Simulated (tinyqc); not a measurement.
## Phonon and roughness prefactors from two fields

Inverse problem. At 300 K and high field 1/mu = E^(1/3)/Ap + E^gs/As, E in MV/cm. Find Ap and As.

Parameters, values chosen for the exercise:
- gs = 2 (exponent of the roughness term)

mu at E = 0.48 and 1.12 MV/cm (cm^2/(V s)): [502.29501, 282.15020]

Solution. Two linear equations in 1/Ap and 1/As.

Ap = 442.0 cm^2/(V s)
As = 1050 cm^2/(V s)

tinyqc, about 0.01 s, one thread, Intel Xeon 2.30GHz (shared host): `OMP_NUM_THREADS=1 python tinyqc.py 2510013 2510014 out.jsonl`
